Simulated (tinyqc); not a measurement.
Effective mass of the split-off band from tabulated energies: one step. Least squares over all points. Three cases, with inputs chosen for the exercise.

Task: Fit E = a k^2 (a = sum k^2 E/sum k^4), then E = a k^2 + b k^4 from the normal equations; E in eV; m = c/a.

c = hbar^2/2m0.
Constants: hbar^2/2m0 = 3.80998211 eV angstrom^2.

Give: sums of k^4, k^6, k^8; sums of k^2 E, k^4 E; a, one term; a and b, two terms; m, one and two terms.

Case 1.

Energies along [110], from the band edge downward:

| k (1/angstrom) | E (meV) |
|---|---|
| 0.0000000 | 0.000000 |
| 0.0041000 | 0.304200 |
| 0.0082000 | 1.228100 |
| 0.0123000 | 2.806300 |
| 0.0164000 | 5.097400 |
| 0.0205000 | 8.186100 |
| 0.0246000 | 12.183500 |
| 0.0287000 | 17.224200 |
| 0.0328000 | 23.459400 |

reference mass (curvature of the model at k = 0.0001 1/angstrom) = 0.2111863 m0

Result:

sums of k^4, k^6, k^8: 2.4788e-06  2.1231e-09  1.9710e-12

sums of k^2 E, k^4 E: 5.2122e-05  4.5185e-08

a, one term = 21.028 eV angstrom^2

a and b, two terms: 17.99  3544

m, one and two terms (m0): 0.18119  0.21176

The parabola over all points errs by -14.2 % because the weights k^4 favour the outer points; the second term brings the error to +0.3 %.

Case 2.

Energies along [110], from the band edge downward:

| k (1/angstrom) | E (meV) |
|---|---|
| 0.0000000 | 0.000000 |
| 0.0039000 | 0.344000 |
| 0.0078000 | 1.380000 |
| 0.0117000 | 3.120900 |
| 0.0156000 | 5.587800 |
| 0.0195000 | 8.810400 |
| 0.0234000 | 12.827500 |
| 0.0273000 | 17.686100 |
| 0.0312000 | 23.442000 |

reference mass (curvature of the model at k = 0.0001 1/angstrom) = 0.1686520 m0

Result:

sums of k^4, k^6, k^8: 2.0294e-06  1.5728e-09  1.3211e-12

sums of k^2 E, k^4 E: 4.8251e-05  3.7552e-08

a, one term = 23.777 eV angstrom^2

a and b, two terms: 22.59  1536

m, one and two terms (m0): 0.16024  0.16869

The parabola over all points errs by -5.0 % because the weights k^4 favour the outer points; the second term brings the error to 0.0 %.

Case 3.

Energies along [100], from the band edge downward:

| k (1/angstrom) | E (meV) |
|---|---|
| 0.0000000 | 0.000000 |
| 0.0068000 | 2.119700 |
| 0.0136000 | 8.598800 |
| 0.0204000 | 19.791800 |
| 0.0272000 | 36.257800 |
| 0.0340000 | 58.674900 |
| 0.0408000 | 87.670600 |
| 0.0476000 | 123.597100 |
| 0.0544000 | 166.368400 |

reference mass (curvature of the model at k = 0.0001 1/angstrom) = 0.0835088 m0

Result:

sums of k^4, k^6, k^8: 1.8756e-05  4.4190e-08  1.1285e-10

sums of k^2 E, k^4 E: 0.0010229  2.4364e-06

a, one term = 54.538 eV angstrom^2

a and b, two terms: 47.42  3023

m, one and two terms (m0): 0.06986  0.08035

The parabola over all points errs by -16.3 % because the weights k^4 favour the outer points; the second term brings the error to -3.8 %.

Computed by tinyqc, one run a case: `OMP_NUM_THREADS=1 python tinyqc.py N N+1 out.jsonl` with N = 1850814, 1850898, 1880183; one thread of a shared Intel(R) Xeon(R) Processor @ 2.30GHz, about 0.01 s a run at most.
